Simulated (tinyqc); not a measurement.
Crystal pulling from the melt: segregation, interface stability, heat balance and point-defect regime: one step, computed by the program tinyqc. Command: `OMP_NUM_THREADS=1 python tinyqc.py 3011076 3011077 out.jsonl pull walk`. One thread of a shared host (Intel(R) Xeon(R) Processor @ 2.30GHz), about 0.01 s of CPU time with the checks.

A dilute solute; steady pulling with a flat interface unless it is found unstable.

Problem. Constitutional supercooling. Liquidus slope per concentration (van 't Hoff): |m| = k_B T_m^2 (1 - k0)/L. Solute gradient at the interface: G_C = (V/D) C_s (1 - k0)/k0. Constitutional supercooling sets in when |m| G_C > G_L. Critical C_s from the equality.

Inputs (values chosen for the exercise, modelled on gallium in silicon): equilibrium coefficient k0 = 0.0076; diffusivity in the melt D = 0.00013 cm^2/s; pull rate V = 1.1 mm/min; gradient in the melt G_L = 8.2 K/cm; latent heat per volume L = 4180 J/cm^3; melting point T_m = 1685 K.

C_s = 4.957299e+18 1/cm^3

Constants: k_B = 1.380649e-23 J/K.

Give: |m|; |m| G_C; critical C_s; ratio |m| G_C/G_L.

Solution.

|m| = 9.307e-21 K cm^3

|m| G_C = 84.96 K/cm

critical C_s = 4.785e+17 1/cm^3

ratio |m| G_C/G_L = 10.36

The melt ahead of the interface is supercooled: cells may form.
